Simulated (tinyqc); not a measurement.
## Capacitances against the line height

Endless row of lines of width wl, height tl and space sl between grounded planes at distance hd; e2 fills the gaps beside the lines, e1 the rest. Laplace's equation is solved on meshes of 3, 6 and 12 steps per unit u and extrapolated (Aitken), which is good to about 0.2 %. C_even (all lines at 1 V) is the capacitance Cg to the planes; C_odd (neighbours in antiphase) = Cg + 4 Cc if only nearest neighbours couple, which defines Cc; total with quiet neighbours Cg + 2 Cc. Plate values 2 eps0 e1 wl/hd and eps0 e2 tl/sl.

Values chosen for this exercise: relative permittivity above and below the lines e1 = 4.2; relative permittivity between the lines e2 = 7; line width, in units u wl = 4 u; space between lines sl = 6 u; distance to each plane hd = 4 u.

Constants: eps0 = 8.8541878128e-12 F/m. Results are converted to the units shown.

The same in every row: plate Cg (aF/um) = 74.4.

Results:

| tl (u) | Cg (aF/um) | Cc (aF/um) | Cg + 2 Cc (aF/um) | C_odd (aF/um) | plate Cc (aF/um) | share of coupling, 2 Cc/(Cg + 2 Cc) (%) |
|---|---|---|---|---|---|---|
| 2 | 159 | 21.1 | 201 | 243 | 20.7 | 20.9 |
| 4 | 165 | 40.4 | 246 | 327 | 41.3 | 32.9 |
| 6 | 167 | 60.6 | 288 | 409 | 62.0 | 42.1 |
| 12 | 168 | 122 | 413 | 657 | 124 | 59.3 |
| 16 | 168 | 164 | 495 | 822 | 165 | 66.1 |

Estimate the missing row, tl = 8 u.

Computed row:

| tl (u) | Cg (aF/um) | Cc (aF/um) | Cg + 2 Cc (aF/um) | C_odd (aF/um) | plate Cc (aF/um) | share of coupling, 2 Cc/(Cg + 2 Cc) (%) |
|---|---|---|---|---|---|---|
| 8 | 168 | 81.1 | 330 | 492 | 82.6 | 49.2 |

With this row back in the table: As tl goes from 2 to 16, Cg rises from 159 to 168 aF/um, Cc rises from 21.1 to 164 aF/um and the share of coupling rises from 20.9 to 66.1 %. Cg is 2.14 times its plate value in the first row and 2.26 times in the last; for Cc the ratios are 1.02 and 0.990. Neighbours in antiphase raise the load by a factor of 1.21 and 1.66 over quiet ones.

Numbers from tinyqc (`OMP_NUM_THREADS=1 python tinyqc.py 2790175 2790176 out.jsonl`; about 0.6 s on one thread of a shared Intel Xeon 2.30GHz).
